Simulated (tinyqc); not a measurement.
Thermionic emission over a Gaussian spread of barriers: effect of temperature.

Metal on an n-type semiconductor with one parabolic valley; V > 0 is forward bias (metal positive). Patches of barrier height b are spread as a Gaussian with mean phi - r2 V and variance sg^2 + r3 V; each carries A* T^2 exp(-b/Vt) [exp(V/Vt) - 1].

A* = 4 pi q me m0 kB^2/h^3 (times 1e-4 for A/(cm^2 K^2)). The mean of exp(-b/Vt) gives the apparent barrier phi_ap(V) = phi - r2 V - (sg^2 + r3 V)/(2 Vt), J = A* T^2 exp(-phi_ap/Vt) [exp(V/Vt) - 1], and 1/n = 1 + r2 + r3/(2 Vt). J0 = A* T^2 exp(-phi_ap(0)/Vt); the current at zero bias is centred on b = phi - sg^2/Vt.

Parameters, values chosen for the exercise; band and dielectric values close to those of cadmium telluride: electron mass me = 0.0998 m0; barrier height seen from the metal phi = 1.16 eV; standard deviation of the barrier heights sg = 0.05 eV; shift of the mean barrier per volt, with its sign reversed (rho2) r2 = -0.001; change of sg^2 per volt (rho3) r3 = -0.0019 V.

Constants: q = 1.602176634e-19 C, kB = 1.380649e-23 J/K, h = 6.62607015e-34 J s, m0 = 9.1093837015e-31 kg, Vt = kB T/q. Results are converted to the units shown.

Results:

| T (K) | phi_ap(0) (eV) | n | J0 (A/cm^2) | barrier that carries most current (eV) |
|---|---|---|---|---|
| 100 | 1.015 | 1.125 | 8.473e-47 | 0.8699 |
| 140 | 1.056 | 1.087 | 2.202e-33 | 0.9528 |
| 180 | 1.079 | 1.066 | 2.329e-25 | 0.9988 |
| 220 | 1.094 | 1.054 | 5.022e-20 | 1.028 |
| 300 | 1.112 | 1.039 | 2.282e-13 | 1.063 |
| 350 | 1.119 | 1.034 | 1.150e-10 | 1.077 |
| 400 | 1.124 | 1.029 | 1.332e-8 | 1.087 |

Estimate the missing row, T = 260 K.

Computed row:

| T (K) | phi_ap(0) (eV) | n | J0 (A/cm^2) | barrier that carries most current (eV) |
|---|---|---|---|---|
| 260 | 1.104 | 1.045 | 3.200e-16 | 1.048 |

With this row back in the table: The apparent barrier rises from 1.01 to 1.12 eV and n falls from 1.13 to 1.03. A Richardson plot, ln(J0/T^2) against 1/Vt, has the slope -0.911 eV between the first two rows and -1.08 eV between the last two, against phi = 1.16 eV: the plot bends, because cold electrons seek the low patches. In 3 of the 8 rows sg exceeds 3 Vt, so the current comes from more than three deviations below the mean, a tiny share of the area that a Gaussian of independent patches describes poorly.

Computed by the program tinyqc: `OMP_NUM_THREADS=1 python tinyqc.py 2640136 2640137 out.jsonl`, one thread of a shared Intel Xeon 2.30GHz, about 0.01 s for the whole run.
